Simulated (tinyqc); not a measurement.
Inside a calculation: density of states of one tight-binding band of a chain. Values are carried at full precision from step to step, so a last printed digit may differ when a step is redone from the rounded ones.

E(k) = -2 t cos(2 pi k) - 2 t2 cos(4 pi k); k in fractions of the reciprocal vectors, mesh k_i = j/N with j = 0 .. N-1. Densities are per cell and per spin, so the band holds one state.

Parameters, chosen for this exercise: t = 1.72 eV (nearest hopping); t2 = 0.01 eV (second hopping); N = 12 (mesh points along each axis); bins = 10 (bins of the histogram); E_lo = -3.513 eV (lower end of the histogram); E_hi = 3.517 eV (upper end); E = 2.54 eV (energy at which the density is wanted); sigma = 0.516 eV (Gaussian width).

## Energies on the mesh

Evaluate the band at all 12 points and collect equal values.

Distinct energies:

| E_k (eV) | points |
|---|---|
| -3.4600 | 1 |
| -2.9891 | 2 |
| -1.7100 | 2 |
| 0.0200 | 2 |
| 1.7300 | 2 |
| 2.9691 | 2 |
| 3.4200 | 1 |

The 12 points give 7 distinct energies between -3.4600 and 3.4200 eV; a dense mesh gives a band from -3.460 to 3.420 eV.

## Histogram

Count the points in equal bins from E_lo to E_hi; g = count/(all points x bin width).

Histogram:

| from (eV) | to (eV) | points | g (1/eV) |
|---|---|---|---|
| -3.5130 | -2.8100 | 3 | 0.3556 |
| -2.8100 | -2.1070 | 0 | 0.0000 |
| -2.1070 | -1.4040 | 2 | 0.2371 |
| -1.4040 | -0.7010 | 0 | 0.0000 |
| -0.7010 | 0.0020 | 0 | 0.0000 |
| 0.0020 | 0.7050 | 2 | 0.2371 |
| 0.7050 | 1.4080 | 0 | 0.0000 |
| 1.4080 | 2.1110 | 2 | 0.2371 |
| 2.1110 | 2.8140 | 0 | 0.0000 |
| 2.8140 | 3.5170 | 3 | 0.3556 |

Empty bins: 5 of 10; the fullest holds 3 points. Empty bins inside the band come from the coarse mesh, not from gaps.

## Gaussian broadening at one energy

Gaussian broadening: g(E) = mean over the mesh of exp(-(E - E_k)^2/(2 sigma^2))/(sigma sqrt(2 pi)), n(E) = mean of erfc((E_k - E)/(sigma sqrt 2))/2.

Sum over the distinct energies with their counts.

n(E) = 0.7778
g(E) = 0.1438 1/eV

## Sum over all linear segments

Each interval of the mesh is a segment with E linear in k: n = (E - e1)/(e2 - e1), g = 1/(e2 - e1) between its end values.

Average n and g over all pieces of the mesh. The reference uses the same method with N = 4000.

n(E) = 0.7756
g(E) = 0.1345 1/eV
reference n(E) = 0.765
reference g(E) = 0.140 1/eV

On this mesh the linear method errs by -0.005 1/eV in g and +0.011 in n; the Gaussian sum erred by +0.004 and +0.013.

## Checks

- States below the top of the band by the linear method against one: both 1.000000.

Program tinyqc; command `OMP_NUM_THREADS=1 python tinyqc.py 1650519 1650520 out.jsonl`; about 0.01 s on one thread of a shared Intel(R) Xeon(R) Processor @ 2.30GHz.
